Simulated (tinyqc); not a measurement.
# Changing the thickness d

Model: permeation of metal atoms or ions through a thin barrier or dielectric: time lag, field-aided drift and lifetime. Computed by tinyqc, a small Python program. Command: `OMP_NUM_THREADS=1 python tinyqc.py 3027888 3027889 out.jsonl barrier sweep`. One thread of a shared host (Intel(R) Xeon(R) Processor @ 2.30GHz), about 0.02 s of CPU time with the checks.

The film 0 < x < d is empty at first; C = C0 at x = 0 and C = 0 at x = d. dC/dt = D d2C/dx2.

Inputs (values chosen for the exercise, for a model case: neutral metal atoms through a barrier):

| quantity | value | unit |
|---|---|---|
| prefactor D0 | 0.85 | cm^2/s |
| activation energy E | 1.42 | eV |
| concentration at the source side C0 | 5.3e+17 | 1/cm^3 |
| charge number z | 0 | - |
| voltage V (positive drives ions across) | 0 | V |
| critical dose Q_c | 2e+10 | 1/cm^2 |
| test temperature T | 150 | C |
| use temperature T_u | 100 | C |

Constants: k_B = 8.617333262e-05 eV/K.

Method:
- D = D0 exp(-E/(k_B T)); time scale d^2/D; Peclet number P = z V/(k_B T), k_B T in eV; 1 nm = 1e-7 cm.
- Temperatures in kelvin are T(C) + 273.15.
- Steady flux J = (D C0/d) P/(1 - exp(-P)); time lag in units of d^2/D: s_L = [P (1 + exp(-P))/(1 - exp(-P)) - 2]/P^2 (P = 0: J = D C0/d, s_L = 1/6).
- Dose through the film Q(s) = C0 d {f (s - s_L) - 2 exp(P/2) sum_(n=1..200) (-1)^n n^2 pi^2 exp(-l_n s)/l_n^2}, l_n = n^2 pi^2 + P^2/4, f = P/(1 - exp(-P)) the relative flux.
- Solve Q = Q_c for s. At the use temperature D and P take T_u, with the same C0 and V; 1 year = 3.15576e7 s.

One run for each value:

| thickness d (nm) | failure time at T (s) | time lag (s) | s at the critical dose | steady flux J (1/(cm^2 s)) |
|---|---|---|---|---|
| 0.54 | 243 | 4.6733e+01 | 0.86544 | 1.0207e+08 |
| 0.83 | 411 | 1.1041e+02 | 0.62087 | 6.6406e+07 |
| 1.30 | 739 | 2.7085e+02 | 0.45466 | 4.2398e+07 |
| 1.90 | 1248 | 5.7855e+02 | 0.35944 | 2.9009e+07 |
| 3.00 | 2420 | 1.4424e+03 | 0.27963 | 1.8372e+07 |
| 4.50 | 4469 | 3.2454e+03 | 0.22949 | 1.2248e+07 |
| 6.90 | 8719 | 7.6302e+03 | 0.19045 | 7.9880e+06 |
| 11.00 | 18476 | 1.9392e+04 | 0.15879 | 5.0107e+06 |
| 16.00 | 34249 | 4.1028e+04 | 0.13913 | 3.4448e+06 |

Describe and explain the trends.

Over the rows, failure time at T (s) rises from 243 to 34200 (exponent d ln y / d ln x 1.2 between the first rows and 1.6 between the last); time lag (s) rises from 46.7 to 41000 (exponent d ln y / d ln x about 2.0 throughout); s at the critical dose falls from 0.865 to 0.139 (exponent d ln y / d ln x -0.77 between the first rows and -0.35 between the last). The exponent of time lag stays at 2: the lag scales as d^2/D, with P independent of d.

Caution (rows 0.540, 0.830, 1.30): a film of a few atomic layers is beyond a continuum description. Caution (all rows): grain boundaries, pinholes, trapping and space charge are left out; thin real barriers usually fail at defects.
